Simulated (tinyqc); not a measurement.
Inside a calculation. Model: capacitance measurement on a leaky thin oxide: effects of series resistance and leakage.

Numbers from tinyqc (`OMP_NUM_THREADS=1 python tinyqc.py 2022143 2022144 out.jsonl`; about 0.01 s on one thread of a shared Intel Xeon 2.30GHz). Printed values are rounded.

The device is a capacitance C in parallel with a leakage conductance G, in series with Rs and Ls. An impedance meter reports either a parallel pair (Cp, Gp) from Y = 1/Z = Gp + i w Cp or a series pair (Cs, Rm) from Z = Rm + 1/(i w Cs); w = 2 pi f, dissipation D = Gp/(w |Cp|).

Inputs (values chosen for the exercise); values of the order met in thin-oxide MOS capacitors:

| symbol | value | unit | meaning |
|---|---|---|---|
| eox | 7.64 |  | relative permittivity of the gate insulator (close to silicon nitride) |
| tox | 2.2 | nm | insulator thickness |
| A | 100 | um^2 | gate area |
| zc | 0.34 | nm | oxide-equivalent thickness added by the accumulation layer |
| zp | 0 | nm | oxide-equivalent thickness added by gate depletion |
| Jg | 0.01 | A/cm^2 | gate leakage current density, not matched to the thickness |
| Vs | 0.44 | V | voltage for an e-fold rise of the leakage |
| Rs | 19 | ohm | series resistance |
| Ls | 26 | nH | series inductance |
| f | 2e5 | Hz | measuring frequency |

Constants: eps0 = 8.8541878128e-14 F/cm where lengths are in cm. Results are converted to the units shown.

## True capacitance and conductance

EOT = 3.9 tox/eox; CET = EOT + zc + zp; C = 3.9 eps0 A/CET; G = Jg A/Vs.

EOT = 1.123037 nm
CET = 1.463037 nm
C = 2.360251 pF
G = 0.02272727 uS

## What the meter reports

Z = Rs + i w Ls + 1/(G + i w C).

Z = (0.026024-3.371370i) x 1e5 ohm
Cp = 2.360249 pF
Gp = 0.02289441 uS
Cs = 2.360389 pF
D = 0.007719014

Cp is within 0.01 % of C and Cs is within 0.01 % of it; G Rs = 4.32e-7, w C Rs = 5.64e-5 and G/(w C) = 0.00766.
